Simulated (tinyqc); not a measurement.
Worked calculation: interband optics of a two-band s-p chain from momentum matrix elements. Values are carried at full precision from step to step, so a last printed digit may differ when a step is redone from the rounded ones.

H(k) = [[Es - 2 ts cos ka, 2i V sin ka], [-2i V sin ka, Ep_ + 2 tp cos ka]] in the basis s, p; the lower band is full, with two electrons a cell. The velocity operator times hbar is W = dH/dk (eV angstrom); intra-atomic dipoles are left out.

Constants: hbar^2/2m0 = 3.80998211 eV angstrom^2; e^2/(4 pi eps0) = 14.39964547 eV angstrom.

Inputs chosen for the exercise: a = 3.66 angstrom (period); Es = 3.4 eV (upper orbital (s)); Ep_ = -2.24 eV (lower orbital (p)); ts = 0.54 eV (s-s hopping); tp = 0.69 eV (p-p hopping); V = 1.02 eV (s-p hopping); k = 0.03 2 pi/a (wave vector); N = 6 (k points); Ar = 12.3 angstrom^2 (cross-section per chain); eta = 0.1 eV (Lorentzian half width); E = 2.51 eV (photon energy).

## Hamiltonian and velocity at one k

Form H and W = dH/dk.

H (eV), rows s, p and columns alike:
$$\begin{pmatrix}
2.3391 & 0.3823i \\
-0.3823i & -0.8844
\end{pmatrix}$$

W (eV angstrom), rows s, p and columns alike:
$$\begin{pmatrix}
0.7407 & 7.3341i \\
-7.3341i & -0.9464
\end{pmatrix}$$

## Matrix element between the bands

Diagonalise H, transform W, and form w = |W_cv|^2, the Kane-type energy w/c and the oscillator strength f = w/(c D), c = hbar^2/2m0, D = Ec - Ev.

Ev, Ec (eV): [-0.9292, 2.3838]

weights, rows s, p; columns v, c:
$$\begin{pmatrix}
0.0135 & 0.9865 \\
0.9865 & 0.0135
\end{pmatrix}$$

slopes dEv/dk, dEc/dk (eV angstrom): [-2.616, 2.410]

w = 48.185 eV^2 angstrom^2
w/c = 12.647 eV
f = 3.817

## Transitions on the mesh

At each k_j = (j + 1/2)/N (2 pi/a) up to the zone edge give D = Ec - Ev, w = |<c|W|v>|^2 and f = w/(c D), c = hbar^2/2m0; the other half of the zone repeats the values.

Transitions:
```
k (2 pi/a)  D (eV)  w (eV^2 angstrom^2)      f
0.0833      4.0594               19.884  1.286
0.2500      6.9610                6.962  0.263
0.4167      8.0337               46.590  1.522
```

D runs from 4.059 to 8.034 eV on the mesh; f is largest at k = 0.4167.

## Dielectric function from the table

With w(k) = |<c|W|v>|^2 and D(k) = Ec - Ev, on the mesh k_j = (j + 1/2)/N (2 pi/a): eps(E) = 1 + (8 pi e2/(a Ar)) mean_j (w/D^2) [1/(D - E - i eta) + 1/(D + E + i eta)], e2 = e^2/(4 pi eps0); light polarised along the chains, no local fields.

Take the mean over the rows. Also eps(0) at eta = 0, and the effective electrons per cell n_eff = 2 mean(f).

eps(E) = 4.231+0.133i
eps(0) = 3.185
n_eff = 2.047

On a mesh of 2000 points the values are 8.393+0.708i, 4.617 and 2.378. n_eff need not equal the 2 electrons of the cell: a two-orbital basis with chosen hoppings does not obey the sum rule of free electrons.

## Checks

- Curvature of the lower band against <v|d2H/dk2|v> - 2 w/D (eV angstrom^2): both -45.63.
- Zone mean of 2 w/D against the zone mean of <v|d2H/dk2|v>, the f-sum rule of a full band (eV angstrom^2): both 9.0596.

Computed by tinyqc, a small Python program: `OMP_NUM_THREADS=1 python tinyqc.py 1651614 1651615 out.jsonl` (the numbers bound the seed that draws the inputs); one thread of a shared host (Intel(R) Xeon(R) Processor @ 2.30GHz), about 0.01 s for the whole set of steps.
